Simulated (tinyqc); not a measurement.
Which pair of peaks is best: composition and strain of an epitaxial Si(1-x)Ge(x) layer from Raman and X-ray peaks. Computed by tinyqc, a small Python program. Command: `OMP_NUM_THREADS=1 python tinyqc.py 3003568 3003569 out.jsonl epiraman walk`. One thread of a shared host (Intel(R) Xeon(R) Processor @ 2.30GHz), about 0.01 s of CPU time with the checks.

A (001) layer, biaxially strained in the plane. The Raman peaks follow empirical lines omega = w0 + c1 x + c3 x^3 + b eps (c3 for Si-Ge alone), with eps the in-plane strain.

Inputs (values chosen for the exercise, modelled on silicon-germanium):

| quantity | value | unit |
|---|---|---|
| Ge fraction x | 0.75 | - |
| Si-Si: c1 | -64.6 | 1/cm |
| Si-Si: strain coefficient b | -758 | 1/cm |
| Si-Ge: c1 | 24.8 | 1/cm |
| Si-Ge: c3 | -35.4 | 1/cm |
| Si-Ge: strain coefficient b | -565 | 1/cm |
| Ge-Ge: c1 | 19.4 | 1/cm |
| Ge-Ge: strain coefficient b | -430 | 1/cm |
| uncertainty of a Raman peak | 0.05 | 1/cm |

Substrate: relaxed alloy buffer.

Method. For each pair invert J = [d omega/dx, d omega/d eps] at the true x. Independent errors of the given size in both peaks give sigma_x and sigma_eps = uncertainty x (norm of the rows of the inverse of J).

Error propagation:

| pair | det J | sigma_x | sigma_eps (per mille) |
|---|---|---|---|
| Si-Si and Si-Ge | 10.016 | 0.0047193 | 0.36661 |
| Si-Si and Ge-Ge | 42.4832 | 0.0010257 | 0.079384 |
| Si-Ge and Ge-Ge | 25.984 | 0.0013663 | 0.076898 |

The pair Si-Si and Ge-Ge fixes x best (sigma_x = 0.0010) and Si-Si and Si-Ge worst (0.0047), a factor 4.6. Strain moves all peaks the same way, so a good pair needs different ratios of composition slope to strain coefficient, best of opposite sign; the slopes here are -64.6, -34.9 and 19.4 per cm for Si-Si, Si-Ge and Ge-Ge. Errors in the coefficients themselves are not counted.

Extremes, crossings and ranges named in words are read from the listed rows.
